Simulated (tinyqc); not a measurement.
Printed widths: electron-beam lithography: double-Gaussian proximity function, edge placement and dose correction for parallel lines. Computed by tinyqc, a small Python program. Command: `OMP_NUM_THREADS=1 python tinyqc.py 3112958 3112959 out.jsonl proximity walk`. One thread of a shared host (Intel(R) Xeon(R) Processor @ 2.30GHz), about 0.01 s of CPU time with the checks.

Lines are infinitely long. Absorbed energy is counted so that the middle of a very large area written at dose 1 receives 1; the resist develops where it exceeds 1/2.

Inputs (values chosen for the exercise, of the order of those for 20 keV electrons in resist on silicon): forward range alpha = 0.008 micrometre; backscatter range beta = 2.1 micrometre; backscatter ratio eta = 1.

line widths (micrometre): 0.046  0.045  0.064  1.8

gaps between the lines (micrometre): 0.13  0.26  0.06

Method:
- The first line starts at x = 0; each next one starts after the width and the gap.
- f(r) = [exp(-r^2/alpha^2)/alpha^2 + eta exp(-r^2/beta^2)/beta^2]/(pi (1 + eta)). A line from a to b at dose d gives E(x) = d [S(alpha) + eta S(beta)]/(1 + eta), S(s) = [erf((b - x)/s) - erf((a - x)/s)]/2.
- M_ij is the mean of E at the two edges of line i from line j at dose 1.
- Uncorrected edge energies are M 1. Solve M d = 1/2 for the doses d that put the mean edge energy of every line at the threshold.
- Edges are the roots of E(x) = 1/2 between a line centre and the middle of the next gap. Three cases: dose 1 everywhere; one common dose equal to the mean of d; the corrected doses.

Lines (micrometre):
```
line  left edge  right edge  centre
1         0.000       0.046  0.0230
2         0.176       0.221  0.1985
3         0.481       0.545  0.5130
4         0.605       2.405  1.5050
```

corrected doses: 1 1.26495, 2 1.19777, 3 1.08895, 4 1.09067

Width error, printed less drawn (nm):
```
line  drawn width (nm)   dose 1  mean dose  corrected
1                   46  -4.8571    -0.7885   2.21e-04
2                   45  -3.9151     0.0857   2.19e-04
3                   64  -2.4389     1.5083   2.67e-04
4                 1800  -2.4272     1.5137   5.90e-05
```

With the common mean dose the errors span 2.3 nm. With corrected doses the largest error is below 0.01 nm.

Extremes, crossings and ranges named in words are read from the listed rows.
